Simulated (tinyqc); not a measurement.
Six-band Luttinger-Kohn model with strain, step by step. Values are carried at full precision from step to step, so a last printed digit may differ when a step is redone from the rounded ones.

Constants: hbar^2/2m0 = 3.80998211 eV angstrom^2.

Parameters, chosen for this exercise (near those of InSb; the results hold for these values, not for the real material):
- C11 = 70.4 GPa
- C12 = 37.6 GPa
- C44 = 31.2 GPa
- load = uniaxial [100] (kind of stress)
- X = 1.57 GPa (stress)
- Dso = 0.808 eV (spin-orbit splitting)
- g1 = 34.8 (Luttinger gamma1)
- g2 = 15.61 (gamma2)
- g3 = 16.6 (gamma3)
- av = 0.35 eV (valence hydrostatic potential)
- b = -1.96 eV (tetragonal shear potential)
- d = -4.61 eV (trigonal shear potential)
- k = (-0.011, 0.009, 0.009) 1/angstrom (wave vector)
- kmax = 0.01 1/angstrom (end of the path)

## Strain from a uniaxial [100] stress

s11 = (C11 + C12)/((C11 - C12)(C11 + 2 C12)), s12 = -C12/((C11 - C12)(C11 + 2 C12)), s44 = 1/C44; exx = s11 sxx + s12 (syy + szz) and cyclic, exy = s44 sxy/2; tension is positive. A uniaxial stress X along the unit vector n is s_ij = X n_i n_j.

s11, s12, s44 (1/TPa): 22.6146  -7.8732  32.0513

strain tensor:
```
          x          y          z
x  0.035505   0.000000   0.000000
y  0.000000  -0.012361   0.000000
z  0.000000   0.000000  -0.012361
```

The volume changes by +1.078 %; there is no shear in the cubic axes, so d does not enter.

## The terms P, Q, R, S at one k

P = c g1 k^2 - av tr(e); Q = c g2 (kx^2 + ky^2 - 2 kz^2) - (b/2)(exx + eyy - 2 ezz); R = c sqrt3 [-g2 (kx^2 - ky^2) + 2i g3 kx ky] + (sqrt3/2) b (exx - eyy) - i d exy; S = 2 c sqrt3 g3 (kx - i ky) kz - d (exz - i eyz); c = hbar^2/2m0, e the strain tensor (not engineering shear).

Form the four terms.

Terms (eV):
```
term             from k  from strain
P               0.03752     -0.00377
Q               0.00238      0.04691
R     -0.00412-0.02169i     -0.08125
S     -0.02169-0.01775i      0.00000
```

## The Hamiltonian

Six-band Luttinger-Kohn model in the basis |3/2,3/2>, |3/2,1/2>, |3/2,-1/2>, |3/2,-3/2>, |1/2,1/2>, |1/2,-1/2>, electron energies, zero at the top of the unstrained valence band. H = -[rows: (P+Q, -S, R, 0, -S/r2, r2 R); (-S*, P-Q, 0, R, -r2 Q, r32 S); (R*, 0, P-Q, S, r32 S*, r2 Q); (0, R*, S*, P+Q, -r2 R*, -S*/r2); (-S*/r2, -r2 Q, r32 S, -r2 R, P+Dso, 0); (r2 R*, r32 S*, r2 Q, -S/r2, 0, P+Dso)], r2 = sqrt(2), r32 = sqrt(3/2). Levels are twofold.

Each term is the sum of its two parts.

H(k) (eV), lower triangle (Hermitian):
```
                  3/2,3/2         3/2,1/2        3/2,-1/2         3/2,-3/2  1/2,1/2  1/2,-1/2
3/2,3/2           -0.0830
3/2,1/2   -0.0217+0.0177i          0.0155
3/2,-1/2   0.0854-0.0217i               0          0.0155
3/2,-3/2                0  0.0854-0.0217i  0.0217-0.0177i          -0.0830
1/2,1/2   -0.0153+0.0125i          0.0697  0.0266+0.0217i  -0.1207-0.0307i  -0.8417
1/2,-1/2   0.1207-0.0307i  0.0266-0.0217i         -0.0697  -0.0153-0.0125i        0   -0.8417
```

## Levels and their make-up

Diagonalise H. The weights add +m and -m and are averaged over each pair; m is taken along z.

levels from the top, each twofold (eV): 0.0722  -0.1100  -0.8714

weights:
```
               top  second  third
|3/2,+-3/2>  0.266   0.706  0.028
|3/2,+-1/2>  0.733   0.257  0.010
|1/2,+-1/2>  0.001   0.037  0.961
```

The top pair is 73 % |3/2,+-1/2>, the second pair is 71 % |3/2,+-3/2> and the third pair is 96 % |1/2,+-1/2>.

## Band edges at k = 0
Diagonalise H at k = 0. The weights add +m and -m (m along z) and are averaged over each pair.

edges from the top (eV): 0.0976  -0.0662  -0.8281

weights at k = 0:
```
               top  second  third
|3/2,+-3/2>  0.250   0.727  0.023
|3/2,+-1/2>  0.750   0.242  0.008
|1/2,+-1/2>  0.000   0.031  0.969
```

The stress splits the top two pairs by 163.8 meV, 6.34 times kT at 300 K (25.85 meV); the third lies 925.7 meV below the top, against Dso = 808 meV without stress.

## Polarisation of the edge transitions

In the basis X, Y, Z times spin, H(k = 0) has -Dso/3 + l exx + m (eyy + ezz) on the diagonal (cyclic) and n exy off it, l = av + 2 b, m = av - b, n = sqrt(3) d. Spin-orbit term (Dso/3) L.sigma on X, Y, Z with (L_k)_ij = -i epsilon_kij: <X+|H|Y+> = -i Dso/3, <X+|H|Z-> = Dso/3, <Y+|H|Z-> = -i Dso/3, <Z+|H|X-> = -Dso/3, <Z+|H|Y-> = i Dso/3, <X-|H|Y-> = i Dso/3, and their conjugates; + and - are the spin along z. The strength of a transition to an s-like conduction level for light polarised along the unit vector u is the weight of the orbital ux X + uy Y + uz Z in the valence state, summed over spin and averaged over the pair.

strain block of X, Y, Z (eV), lower triangle:
```
          X        Y        Z
X  -0.18386
Y         0  0.09759
Z         0        0  0.09759
```

Relative strengths:
```
polarisation    top  second  third
[100]         0.000   0.492  0.508
[010]         0.500   0.254  0.246
[001]         0.500   0.254  0.246
[110]         0.250   0.373  0.377
[1-10]        0.250   0.373  0.377
[111]         0.333   0.333  0.333
```

The top pair is strongest for light along [010] and [001] (0.500) and weakest along [100] (0.000); without strain every direction has 1/3 on average over the fourfold top. For each polarisation the three pairs add up to 1.

## Hole masses at the edges

Curvature at k = 0: m/m0 = -2 c h^2/(E(h u) + E(-h u) - 2 E(0)) with h = 0.0002 1/angstrom along the unit vector u.

Hole masses (m0):
```
direction    top  second  third
[110]      0.037   0.026  0.026
[1-10]     0.037   0.026  0.026
[100]      0.279   0.020  0.020
[001]      0.020   0.037  0.038
```

Of the directions listed, the top pair is lightest along [001] (0.020) and heaviest along [100] (0.279). These masses hold only for hole energies well below the splitting of 164 meV.

## Bands along [110] and [001]

Six points from 0 to kmax in each direction.

Levels (eV):
```
direction  |k| (1/angstrom)     top   second    third  top, no stress  second, no stress
[110]                 0.000  0.0976  -0.0662  -0.8281          0.0000             0.0000
[110]                 0.002  0.0972  -0.0668  -0.8287          0.0000            -0.0010
[110]                 0.004  0.0960  -0.0686  -0.8305         -0.0001            -0.0041
[110]                 0.006  0.0940  -0.0715  -0.8335         -0.0003            -0.0092
[110]                 0.008  0.0914  -0.0758  -0.8377         -0.0005            -0.0163
[110]                 0.010  0.0882  -0.0813  -0.8433         -0.0008            -0.0253
[001]                 0.000  0.0976  -0.0662  -0.8281          0.0000             0.0000
[001]                 0.002  0.0968  -0.0666  -0.8285         -0.0001            -0.0010
[001]                 0.004  0.0945  -0.0679  -0.8297         -0.0002            -0.0040
[001]                 0.006  0.0908  -0.0701  -0.8318         -0.0005            -0.0090
[001]                 0.008  0.0858  -0.0732  -0.8347         -0.0009            -0.0160
[001]                 0.010  0.0796  -0.0775  -0.8385         -0.0014            -0.0248
```

## Checks

- Levels against the same model in the basis X, Y, Z times spin: they agree to 1e-10 or better.

tinyqc: `OMP_NUM_THREADS=1 python tinyqc.py 1080876 1080877 out.jsonl`; about 0.06 s, one thread, shared Intel(R) Xeon(R) Processor @ 2.30GHz.
